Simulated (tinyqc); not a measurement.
Avalanche multiplication and breakdown of a junction from ionisation integrals: one step, computed by the program tinyqc.

Ionisation coefficients follow the local field. Position x runs through the depletion layer from the p side (x = 0), where electrons enter, to the n side (x = w), where holes enter. The built-in voltage is neglected.

Task: On-resistance of the drift layer. R_on = w/(e mu N) with w the width at breakdown; figure of merit V_B^2/R_on; for a triangular field it equals eps eps_0 mu F_m^3/4.

Inputs (values chosen for the exercise, modelled on diamond): permittivity eps = 5.7; drift-layer mobility mu = 2100 cm^2/(V s); doping N of the lightly doped side = 2.2e+17 1/cm^3.

Junction: punch-through p+ n- n+.

width at breakdown = 0.83 micrometre

breakdown voltage = 276.3081 V

critical field F_m = 6.227408 MV/cm

Constants: e = 1.602176634e-19 C; eps_0 = 8.8541878128e-12 F/m.

Give: specific on-resistance; V_B^2/R_on; eps eps_0 mu F_m^3/4.

Result:

specific on-resistance = 0.0011213 milliohm cm^2

V_B^2/R_on = 68087 MW/cm^2

eps eps_0 mu F_m^3/4 = 63989 MW/cm^2

The punch-through design reaches 1.06 times the triangular value at the same peak field; at fixed F_m the best ratio is 32/27 = 1.185.
